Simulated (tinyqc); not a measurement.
Phonon side bands at T = 0: configuration-coordinate model of carrier capture at a defect.

Two parabolas of equal curvature k in one coordinate Q: with the carrier free at the band edge, U_f = k Q^2/2; with the carrier trapped, U_t = k (Q - dQ)^2/2 - ET. ER = k dQ^2/2, Huang-Rhys factor S = ER/hw, hw = 0.0646541 sqrt(k/M) eV for k in eV/angstrom^2 and M in u. The curves cross at a height Eb = (ER - ET)^2/(4 ER) above the free minimum.

Inputs chosen for the exercise (out of a larger set: of the size met at a deep level in Si; not measured data):
- ET = 0.21 eV (thermal depth of the level below the band edge)
- ER = 0.24 eV (relaxation energy)
- hw = 0.032 eV (phonon energy of the mode)

Weights exp(-S) S^j/j! of the line with j phonons, S = ER/hw; absorption at ET + j hw, emission at ET - j hw (a dash if negative).

Lines:

| j | weight | absorption (eV) | emission (eV) |
|---|---|---|---|
| 0 | 0.00055 | 0.210 | 0.210 |
| 1 | 0.00415 | 0.242 | 0.178 |
| 2 | 0.01556 | 0.274 | 0.146 |
| 3 | 0.03889 | 0.306 | 0.114 |
| 4 | 0.07292 | 0.338 | 0.082 |
| 5 | 0.10937 | 0.370 | 0.050 |
| 6 | 0.13672 | 0.402 | 0.018 |
| 7 | 0.14648 | 0.434 | - |
| 9 | 0.11444 | 0.498 | - |
| 10 | 0.08583 | 0.530 | - |
| 11 | 0.05852 | 0.562 | - |
| 12 | 0.03658 | 0.594 | - |
| 13 | 0.02110 | 0.626 | - |

Give the missing row, j = 8.

Computed row:
```
j   weight  absorption (eV)  emission (eV)
8  0.13733            0.466              -
```

The zero-phonon line holds 0.0553 % of the band and the largest weight falls on j = 7, next to S = 7.50; the lines listed add to 0.9784.

Run: tinyqc, `OMP_NUM_THREADS=1 python tinyqc.py 1452491 1452492 out.jsonl`; Intel(R) Xeon(R) Processor @ 2.30GHz, one thread, shared host; about 0.01 s of CPU time with all checks.
